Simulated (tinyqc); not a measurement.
Electron-beam lithography: double-Gaussian proximity function, edge placement and dose correction for parallel lines: one step, computed by the program tinyqc. Command: `OMP_NUM_THREADS=1 python tinyqc.py 3113639 3113640 out.jsonl proximity walk`. One thread of a shared host (Intel(R) Xeon(R) Processor @ 2.30GHz), about 0.01 s of CPU time with the checks.

Lines are infinitely long. Absorbed energy is counted so that the middle of a very large area written at dose 1 receives 1; the resist develops where it exceeds 1/2.

Question. Dose to size and latitude. A test line of width w << beta in surroundings of density rho, all at dose d: near its edge E(x) = d [S + eta rho]/(1 + eta), S = [erf((b - x)/alpha) - erf((a - x)/alpha)]/2 for edges a and b, the second term being the background energy. Dose to size d_s = (1 + eta)/(erf(w/alpha) + 2 eta rho), dose = d_s D0; edge slope d [1 - exp(-w^2/alpha^2)]/(sqrt(pi) alpha (1 + eta)); width change per 1 % of dose = 2 x 0.01 x (1/2)/slope.

Inputs (values chosen for the exercise, of the order of those for 50 keV electrons in resist on silicon):
```
quantity                              value               unit
forward range alpha                   0.012         micrometre
backscatter ratio eta                  0.92                  -
base dose D0                             53  microcoulomb/cm^2
width of the test line                0.042         micrometre
pattern density around the test line   0.13                  -
```

Give: dose to size d_s; dose; edge slope; width change per 1 % of dose; background energy.

Answer.

dose to size d_s = 1.5494

dose = 82.118 microcoulomb/cm^2

edge slope = 0.037940 1/nm

width change per 1 % of dose = 0.26357 nm

background energy = 0.096514

The background supplies 19 % of the threshold.
